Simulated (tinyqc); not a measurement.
FinFET, parasitic resistance, capacitance and delay: one step of the calculation.

Nf fins under one contact; each has gated perimeter p = 2 Hf + Wf and cross-section A = Hf Wf; contact width Wc = Nf pf, stack height Hs = Hf. Contact length Lc = CPP - Lg - 2 Lsp, shared by two neighbouring gates. Source and drain sides are equal. The formulas are first-order estimates, not field solutions.

Task. Effective current, delay and energy. Ieff = (IH + IL)/2, delay CL Vdd/(2 Ieff), energy CL Vdd^2, with CL the load of an inverter that drives an equal one.

Values chosen for this exercise: supply voltage Vdd = 0.75 V.

IH = I(Vdd, Vdd/2) = 82.524917 uA
IL = I(Vdd/2, Vdd), solved likewise = 35.618484 uA
CL = 376.15706 aF

Find: Ieff; delay; energy.

Result.

Ieff = 59.07 uA
delay = 2.388 ps
energy = 211.6 aJ

Program tinyqc, `OMP_NUM_THREADS=1 python tinyqc.py 2170003 2170004 out.jsonl`; Intel Xeon 2.30GHz, shared host, one thread, about 0.02 s.
